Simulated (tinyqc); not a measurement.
Sp3 tight binding, zinc-blende lattice, step by step. Computed by tinyqc, a small Python program that keeps every step. Command: `OMP_NUM_THREADS=1 python tinyqc.py 20030 20031 out.jsonl` (the two numbers bound the seeds that draw the settings). One thread of a shared host (Intel(R) Xeon(R) Processor @ 2.60GHz), about 0.01 s of CPU time with the checks.

## Bloch Hamiltonian at k

Parameters chosen for this model: zinc-blende lattice, anion at 0, cation at a/4 (1,1,1); V = eta hbar^2 / (m d^2), hbar^2/m = 7.619964 eV angstrom^2:
```
parameter,value,unit
a,4.160000,angstrom
d,1.801333,angstrom
Es anion,-12.740000,eV
Ep anion,-7.000000,eV
Es cation,-12.740000,eV
Ep cation,-7.000000,eV
eta ss,-1.320000,
eta sp,1.420000,
eta pp sigma,2.220000,
eta pp pi,-0.630000,
V ss,-3.099837,eV
V sp,3.334674,eV
V pp sigma,5.213363,eV
V pp pi,-1.479468,eV
```

k point k (2 pi / a): -0.24000  0.41000  -0.33000

Slater-Koster rules over the four bonds with direction cosines (l, m, n): ss V_ss; s-px l V_sp; px-s -l V_sp; px-px l^2 V_pps + (1 - l^2) V_ppp; px-py l m (V_pps - V_ppp); each times exp(i k.d).

H(k) at k (eV):
```
,a s,a px,a py,a pz,c s,c px,c py,c pz
a s,-12.74000,0.00000,0.00000,0.00000,-8.00814+1.35786i,2.13007-1.96925i,-1.12324+3.73441i,1.47856-2.83699i
a px,0.00000,-7.00000,0.00000,0.00000,-2.13007+1.96925i,1.94137-0.32918i,1.71330-3.28741i,-1.30158+4.32731i
a py,0.00000,0.00000,-7.00000,0.00000,1.12324-3.73441i,1.71330-3.28741i,1.94137-0.32918i,2.46825-2.28191i
a pz,0.00000,0.00000,0.00000,-7.00000,-1.47856+2.83699i,-1.30158+4.32731i,2.46825-2.28191i,1.94137-0.32918i
c s,-8.00814-1.35786i,-2.13007-1.96925i,1.12324+3.73441i,-1.47856-2.83699i,-12.74000,0.00000,0.00000,0.00000
c px,2.13007+1.96925i,1.94137+0.32918i,1.71330+3.28741i,-1.30158-4.32731i,0.00000,-7.00000,0.00000,0.00000
c py,-1.12324-3.73441i,1.71330+3.28741i,1.94137+0.32918i,2.46825+2.28191i,0.00000,0.00000,-7.00000,0.00000
c pz,1.47856+2.83699i,-1.30158-4.32731i,2.46825+2.28191i,1.94137+0.32918i,0.00000,0.00000,0.00000,-7.00000
```

## Levels at k

Diagonalise the Hermitian matrix.

eigenvalues (eV): -22.65110  -15.82158  -12.87446  -12.20983  -2.32750  -1.89250  -1.23594  1.53290

weights |c|^2 of the basis functions:
```
,band 1,band 2,band 3,band 4,band 5,band 6,band 7,band 8
a s,0.44978,0.10946,0.00694,0.00521,0.33563,0.00517,0.00387,0.08393
a px,0.00858,0.15146,0.30437,0.00901,0.09195,0.03233,0.26079,0.14150
a py,0.02547,0.10868,0.04041,0.29772,0.04324,0.33430,0.01628,0.13389
a pz,0.01617,0.13039,0.14827,0.18807,0.02918,0.12820,0.21905,0.14068
c s,0.44978,0.10946,0.00694,0.00521,0.33563,0.00517,0.00387,0.08393
c px,0.00858,0.15146,0.30437,0.00901,0.09195,0.03233,0.26079,0.14150
c py,0.02547,0.10868,0.04041,0.29772,0.04324,0.33430,0.01628,0.13389
c pz,0.01617,0.13039,0.14827,0.18807,0.02918,0.12820,0.21905,0.14068
```

## Bloch Hamiltonian at L

k point L (2 pi / a): 0.50000  0.50000  0.50000

As before.

H(k) at L (eV):
```
,a s,a px,a py,a pz,c s,c px,c py,c pz
a s,-12.74000,0.00000,0.00000,0.00000,-4.38383+4.38383i,-2.72275+2.72275i,-2.72275+2.72275i,-2.72275+2.72275i
a px,0.00000,-7.00000,0.00000,0.00000,2.72275-2.72275i,1.06275-1.06275i,-3.15503+3.15503i,-3.15503+3.15503i
a py,0.00000,0.00000,-7.00000,0.00000,2.72275-2.72275i,-3.15503+3.15503i,1.06275-1.06275i,-3.15503+3.15503i
a pz,0.00000,0.00000,0.00000,-7.00000,2.72275-2.72275i,-3.15503+3.15503i,-3.15503+3.15503i,1.06275-1.06275i
c s,-4.38383-4.38383i,2.72275+2.72275i,2.72275+2.72275i,2.72275+2.72275i,-12.74000,0.00000,0.00000,0.00000
c px,-2.72275-2.72275i,1.06275+1.06275i,-3.15503-3.15503i,-3.15503-3.15503i,0.00000,-7.00000,0.00000,0.00000
c py,-2.72275-2.72275i,-3.15503-3.15503i,1.06275+1.06275i,-3.15503-3.15503i,0.00000,0.00000,-7.00000,0.00000
c pz,-2.72275-2.72275i,-3.15503-3.15503i,-3.15503-3.15503i,1.06275+1.06275i,0.00000,0.00000,0.00000,-7.00000
```

## Levels at L

As before.

eigenvalues (eV): -21.01474  -18.22691  -12.96484  -12.96484  -2.73424  -1.03516  -1.03516  2.49589

## Bands along a path

The same steps at evenly spaced points between the labelled ones.

Bands along the path (eV):
```
k,band 1,band 2,band 3,band 4,band 5,band 6,band 7,band 8
L,-21.01474,-18.22691,-12.96484,-12.96484,-2.73424,-1.03516,-1.03516,2.49589
L-G 0.33,-22.67438,-15.97415,-12.37990,-12.37990,-2.42271,-1.62010,-1.62010,1.59123
L-G 0.67,-24.46196,-12.37721,-10.95871,-10.95871,-3.04129,-3.04129,-2.53427,-0.10657
G,-25.13935,-10.00590,-10.00590,-10.00590,-3.99410,-3.99410,-3.99410,-0.34065
G-X 0.33,-24.22588,-12.16576,-12.16576,-11.21286,-3.64908,-1.83424,-1.83424,-0.39217
G-X 0.67,-21.68706,-14.87300,-14.87300,-14.26279,-2.74966,-0.78048,0.87300,0.87300
X,-18.08850,-18.08850,-15.92377,-15.92377,-1.65150,-1.65150,1.92377,1.92377
X-W 0.33,-18.08850,-18.08850,-15.92377,-15.92377,-1.65150,-1.65150,1.92377,1.92377
X-W 0.67,-18.08850,-18.08850,-15.92377,-15.92377,-1.65150,-1.65150,1.92377,1.92377
W,-18.08850,-18.08850,-15.92377,-15.92377,-1.65150,-1.65150,1.92377,1.92377
```

With 4 band(s) filled, the highest filled level on these points lies at G and the lowest empty one at G: a gap of 6.0118 eV, direct.
